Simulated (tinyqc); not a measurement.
Tight binding, dimerised chain, step by step. One step of it, computed by the program tinyqc.

Task: Bloch Hamiltonian at k. H_AA = +delta, H_BB = -delta, H_AB = -t1 - t2 exp(-i k a).

Parameters chosen for this model:

| parameter | value | unit |
|---|---|---|
| t1 | 2.240000 | eV, inside the cell |
| t2 | 0.770000 | eV, between cells |
| delta | 0 | eV, +/- on the two sites |

k point k (2 pi / a): 0.390000

Give: H(k) at k.

Result:

H(k) at k (eV):
```
                 A                B
A           0.0000  -1.6467+0.4908i
B  -1.6467-0.4908i           0.0000
```
